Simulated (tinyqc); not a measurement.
Harmonic frequencies on the RHF/6-31g surface (energies and gradients from PySCF), for H2, spin multiplicity 1, step by step. One step of it, computed by the program tinyqc.

Task: Normal modes. Diagonalise H_ij / sqrt(m_i m_j); the 5 smallest eigenvalues belong to translations and rotations; wavenumber = sqrt(eigenvalue / 1822.888) x 219474.63; each mode has its largest component positive (the first on a tie); zero-point energy = sum of wavenumbers / 2, with 349.755 1/cm per kcal/mol.

Hessian (symmetrised) (hartree/bohr^2), lower triangle:
```
             1Hx          1Hy          1Hz         2Hx         2Hy         2Hz
1Hx   0.00000318
1Hy   0.00000000   0.00000318
1Hz   0.00000000   0.00000000   0.41164977
2Hx  -0.00000318   0.00000000   0.00000000  0.00000318
2Hy   0.00000000  -0.00000318   0.00000000  0.00000000  0.00000318
2Hz   0.00000000   0.00000000  -0.41164977  0.00000000  0.00000000  0.41164977
```

masses (u): 1H 1.007825, 2H 1.007825

Give: eigenvalues of the mass-weighted Hessian; harmonic wavenumbers of the vibrations; mass-weighted modes; zero-point energy.

Result:

eigenvalues of the mass-weighted Hessian (hartree/(bohr^2 u)): 0.0000  0.0000  0.0000  0.0000  0.0000  0.8169

harmonic wavenumbers of the vibrations (1/cm): 4646.1

mass-weighted modes:
```
      mode 1
1Hx   0.0000
1Hy   0.0000
1Hz   0.7071
2Hx   0.0000
2Hy   0.0000
2Hz  -0.7071
```

zero-point energy = 6.6420 kcal/mol
